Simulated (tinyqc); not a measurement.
Grain-boundary trapping model (Seto) of a polycrystalline semiconductor film: one step, computed by the program tinyqc.

Grains of equal size L are joined by thin boundaries with one trap level. Trapped carriers deplete a width W on each side and raise a barrier, crossed by thermionic emission. Dopants are fully ionised, statistics are non-degenerate and mu_g does not depend on T.

Problem. Critical doping. If all traps fill, the grain is just depleted at N* = Q_t/L, with the barrier e Q_t L/(8 eps eps_0).

Inputs (values chosen for the exercise, modelled on polycrystalline silicon): permittivity eps = 11.7; grain size L = 38 nm; trap density Q_t = 5.3e+11 1/cm^2.

Grain interior: resistance included.

Constants: e = 1.602176634e-19 C; eps_0 = 8.8541878128e-12 F/m; k_B = 8.617333262e-05 eV/K.

Give: N*; barrier at N* with all traps filled.

Solution.

N* = 1.395e+17 1/cm^3

barrier at N* with all traps filled = 0.03894 V
